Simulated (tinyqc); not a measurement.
# Front-illuminated p-i-n photodiode, quantum efficiency and bandwidth: two studies

Light enters through a p layer (0 to xp), a depleted layer (xp to xp + wi) and a thick n substrate, decaying as exp(-al x); one pass, no back reflection. Carriers made in the depleted layer are all collected; those in the neutral layers diffuse.

Values chosen for this exercise; values close to those of silicon at this wavelength:
```
symbol,value,unit,meaning
lam,532,nm,wavelength
al,8140,1/cm,absorption coefficient
Rf,0.1,,reflectance of the front face
eps_r,12.2,,relative permittivity
xp,0.16,um,thickness of the front p layer
wi,3.4,um,thickness of the depleted layer
Dn,9.2,cm^2/s,electron diffusion coefficient in the p layer
Ln,0.76,um,electron diffusion length in the p layer
S,800,cm/s,recombination velocity of the front surface
Lp,4,um,hole diffusion length in the thick n substrate
ve,1.03e7,cm/s,electron drift velocity
vh,7.15e6,cm/s,hole drift velocity
dia,160,um,diameter
RL,50,ohm,load resistance
Cp,20,fF,parasitic capacitance
```

Constants: q = 1.602176634e-19 C, h = 6.62607015e-34 J s, c = 299792458 m/s, eps0 = 8.8541878128e-14 F/cm where lengths are in cm. Results are converted to the units shown.

Each table varies one quantity; the others keep the values above.

## Efficiency and bandwidth against the thickness of the depleted layer

k = al Ln, s = S Ln/Dn, e = exp(-al xp); front layer f1 = (k/(k^2 - 1)) {[s + k - e (s cosh(xp/Ln) + sinh(xp/Ln))]/[s sinh(xp/Ln) + cosh(xp/Ln)] - k e}; depleted layer f2 = e (1 - exp(-al wi)); substrate f3 = e exp(-al wi) al Lp/(1 + al Lp); external efficiency (1 - Rf)(f1 + f2 + f3); responsivity = efficiency q lam/(h c). Drift response for pairs made in the depleted layer, a = al wi, g = 1 - exp(-a), u = 2 pi i f, te = wi/ve, th = wi/vh: electrons He = [g - a (exp(-a) - exp(-u te))/(u te - a)]/(u te g), holes Hh = [g - a (1 - exp(-a - u th))/(a + u th)]/(u th g); C = eps0 eps_r pi (dia/2)^2/wi + Cp; total |He + Hh|/sqrt(1 + (2 pi f RL C)^2), for the current of the depleted layer alone. Limits are the frequencies at which each factor falls to 1/sqrt(2); inverse-square sum (f_transit^-2 + f_RC^-2)^(-1/2); the diffusion currents f1 and f3 are left out of the bandwidth.

Results:
columns A: wi (um); B: f2; C: f1 + f3; D: responsivity (A/W); E: transit limit (GHz); F: RC limit (GHz); G: 3 dB bandwidth (GHz); H: inverse-square sum (GHz); I: bandwidth x (1 - Rf) f2 (GHz)
```
A          B       C       D      E       F       G       H       I
0.42  0.2542  0.5974  0.3289  110.7  0.6132  0.6132  0.6132  0.1403
1.2   0.5473  0.3731  0.3555  40.18   1.739   1.737   1.738  0.8558
2     0.7055  0.2521  0.3698  24.79   2.878   2.852   2.859   1.811
3.4   0.8227  0.1624  0.3804  14.97   4.832   4.531   4.598   3.355
5.7   0.8694  0.1267  0.3847  8.909   7.937   5.709   5.926   4.467
9.6   0.8775  0.1205  0.3854  5.105   12.93   4.660   4.748   3.680
16    0.8779  0.1202  0.3855  2.952   20.44   2.912   2.922   2.301
27    0.8779  0.1202  0.3855  1.713   31.69   1.710   1.711   1.351
```

Estimate the missing row, wi = 0.71 um.

Computed row:
columns A: wi (um); B: f2; C: f1 + f3; D: responsivity (A/W); E: transit limit (GHz); F: RC limit (GHz); G: 3 dB bandwidth (GHz); H: inverse-square sum (GHz); I: bandwidth x (1 - Rf) f2 (GHz)
```
A          B       C       D      E      F      G      H       I
0.71  0.3853  0.4970  0.3408  66.43  1.034  1.034  1.034  0.3585
```

With this row back in the table: As wi goes from 0.42 to 27, the responsivity rises from 0.329 to 0.385 A/W and the bandwidth goes from 0.613 through a maximum of 5.71 (at wi = 5.7 among the rows listed) to 1.71 GHz. The RC limit is the lower one for wi = 0.42, 0.71, 1.2, 2, 3.4, 5.7, the transit limit elsewhere. Adding inverse squares of the two limits is within 3.8 % of the full result. The product of bandwidth and fast efficiency goes from 0.140 through a maximum of 4.47 (at wi = 5.7 among the rows listed) to 1.35 GHz. For wi = 0.42, 0.71, 1.2, 2 the diffusion currents exceed 0.3 of the drift current; their own response times, left out, may then shape the whole response.

## Efficiency and bandwidth against the diameter

Same model as above.

The same in every row: f2 = 0.8227; f1 + f3 = 0.1624; responsivity (A/W) = 0.3804; transit limit (GHz) = 14.97.

Efficiency and bandwidth against the diameter:
```
dia (um)  RC limit (GHz)  3 dB bandwidth (GHz)  inverse-square sum (GHz)  bandwidth x (1 - Rf) f2 (GHz)
5                  154.3                 14.87                     14.90                          11.01
10                 141.5                 14.85                     14.88                          11.00
20                 106.2                 14.76                     14.82                          10.93
50                 38.64                 13.66                     13.95                          10.12
100                11.81                 8.915                     9.271                          6.601
200                3.126                 3.039                     3.060                          2.250
500               0.5086                0.5082                    0.5083                         0.3763
1000              0.1275                0.1275                    0.1275                        0.09438
```

As dia goes from 5 to 1000, the responsivity stays at 0.380 A/W and the bandwidth falls from 14.9 to 0.127 GHz. The RC limit is the lower one for dia = 100, 200, 500, 1000, the transit limit elsewhere. Adding inverse squares of the two limits is within 4.0 % of the full result.

tinyqc, about 0.01 s, one thread, Intel Xeon 2.30GHz (shared host): `OMP_NUM_THREADS=1 python tinyqc.py 2250046 2250047 out.jsonl`
